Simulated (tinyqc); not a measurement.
Metal-induced gap states at the contact of a metal chain and a two-band chain: sweeps and comparisons. A value that a table varies takes the place of the one given here.

The semiconductor alternates sites A at -Eg/2 and C at +Eg/2 with hopping -t; the gap runs from -Eg/2 to Eg/2. In the gap cosh(q a) = 1 + (Eg^2/4 - E^2)/(2 t^2) and the amplitude changes by -exp(-q a) a period. The metal has site energy 0 and hopping -tm; its end site has g_m = (E - i sqrt(4 tm^2 - E^2))/(2 tm^2). Sites 1, 2, ... count into the semiconductor, with energies e1, e2 alternating. The clean half chain has g1 = 1/(E - e1 - t^2 g2), g2 = 1/(E - e2 - t^2 g1), decaying root. With the contact G11 = 1/(1/g1 - tc^2 g_m), and the density on site j is -Im G_jj/pi = |psi_j/psi_1|^2 (-Im G11/pi), per spin, with psi_2/psi_1 = -t g2, psi_3/psi_2 = -t g1.

Constants: e^2/(4 pi eps0) = 14.39964547 eV angstrom.

Parameters, chosen for this exercise (gap and optical dielectric constant near those of Ge; the chain itself is a model; not measured data):
- Eg = 0.62 eV (gap)
- t = 2.69 eV (hopping in the semiconductor)
- tm = 2.04 eV (hopping in the metal)
- tc = 1.26 eV (hopping across the contact)
- end = A (site that touches the metal)
- a = 4 angstrom (period (two sites); one chain for each area a^2)
- eps = 15.4 (dielectric constant)
- E = 0.23 eV (energy from mid-gap)

## Across the gap

E = f Eg. Share on C: the part of the summed density that lies on C sites, whose orbitals make the conduction edge.

Gap states:
```
f      E (eV)  xi = 1/(2q) (angstrom)  D1 (1/eV)  D2 (1/eV)  sum (1/eV)  share on C
-0.48  -0.298                   61.98     0.3079     0.0061      5.0236       0.019
-0.40  -0.248                   28.93     0.1590     0.0165      1.3591       0.094
-0.30  -0.186                   21.70     0.0920     0.0210      0.6713       0.186
-0.15  -0.093                   18.20     0.0493     0.0238      0.3701       0.325
0.00    0.000                   17.36     0.0284     0.0253      0.2610       0.471
0.15    0.093                   18.20     0.0160     0.0266      0.2162       0.625
0.30    0.186                   21.70     0.0077     0.0283      0.2139       0.785
0.40    0.248                   28.93     0.0036     0.0298      0.2586       0.894
0.48    0.298                   61.98     0.0007     0.0321      0.5252       0.979
```

What can be read from the table?

The decay length xi of the density is shortest at mid-gap, 17.36 angstrom, and grows to 62.0 near the edges. The summed density is least at f = 0.3 (0.2139) and largest at f = -0.48 (5.0236 1/eV). The share on C goes from 0.02 to 0.98 and passes one half near f = +0.028, a point that depends on which site ends the chain. The states turn from valence-like to conduction-like across the gap; the branch point, where the decay is fastest, lies at mid-gap in this symmetric chain and is the usual estimate of the neutrality level.

## Wider gaps pin less

E = 0; Eg is varied and eps follows 1 + (eps0 - 1)(Eg0/Eg), with the given Eg and eps as Eg0 and eps0. xi = 1/(2q), N = 2 (summed density)/a^2, S = 1/(1 + 4 pi e^2 N xi/eps).

Against the gap:
```
Eg (eV)    eps  xi (angstrom)  summed density (1/eV)      S  S at fixed eps
0.50     18.86          21.53                 0.3267  0.106           0.088
0.75     12.90          14.36                 0.2135  0.157           0.182
1.10      9.12           9.80                 0.1415  0.225           0.329
1.50      6.95           7.20                 0.1005  0.298           0.485
2.30      4.88           4.71                 0.0614  0.427           0.702
3.40      3.63           3.22                 0.0380  0.568           0.848
5.50      2.62           2.04                 0.0199  0.741           0.944
9.00      1.99           1.31                 0.0094  0.877           0.982
```

What does this show, and why?

From Eg = 0.5 to 9 eV xi falls by a factor 16.4 and the summed density by 34.8, so at fixed eps S rises from 0.09 to 0.98. The weaker screening of wide-gap solids works against this: with it S goes from 0.11 to 0.88.

## Weakening the contact bond

At the given E, tc is varied, as by a thin spacer. xi = 1/(2q), N = 2 (summed density)/a^2, S = 1/(1 + 4 pi e^2 N xi/eps) with xi and eps kept.

Against tc:
```
tc (eV)  D1 (1/eV)  summed density (1/eV)       S
0.10       0.00003                0.00149  0.9462
0.25       0.00018                0.00935  0.7378
0.50       0.00074                0.03743  0.4126
0.80       0.00190                0.09596  0.2151
1.20       0.00426                0.21559  0.1087
1.80       0.00935                0.47338  0.0526
2.50       0.01632                0.82657  0.0308
3.50       0.02274                1.15160  0.0223
```

What does this show?

For a weak bond the density goes as tc^2 (ratio 6.25 between 0.25 and 0.1 eV, against 6.25). It is largest at tc = 3.5 eV among these rows, the end of the table; the peak may lie just before or beyond it. S is 0.946 at 0.1 eV and has its least value, 0.022, in that row.

## What each parameter does

xi = 1/(2q), summed density, and S = 1/(1 + 4 pi e^2 N xi/eps), N = 2 (summed density)/a^2. Each row changes one parameter from the base and keeps the others.

Results:
```
case           xi (angstrom)  summed density (1/eV)       S
base                  25.891                0.23747  0.0997
Eg = 0.682 eV         21.378                0.20135  0.1366
t = 2.959 eV          28.479                0.21741  0.0991
tm = 2.244 eV         25.891                0.21592  0.1086
tc = 1.386 eV         25.891                0.28654  0.0841
eps = 16.94           25.891                0.23747  0.1086
end = C               25.891                1.05730  0.0243
```

How do the results move?

The largest shifts from the base row, up to three for each result and ties (the steps differ in size, so this ranks the rows, not the parameters). xi (angstrom): Eg -4.513, t +2.588; unchanged at the printed digits by tm, tc, eps and end. summed density (1/eV): end +0.81983, tc +0.04907, Eg -0.03612; unchanged at the printed digits by eps. S: end -0.0754, Eg +0.0369, tc -0.0156. The decay length belongs to the semiconductor alone; the metal and the contact set only the amplitude.

Computed by tinyqc, a small Python program: `OMP_NUM_THREADS=1 python tinyqc.py 1450892 1450893 out.jsonl` (the numbers bound the seed that draws the inputs); one thread of a shared host (Intel(R) Xeon(R) Processor @ 2.30GHz), about 0.01 s for the whole set of steps.
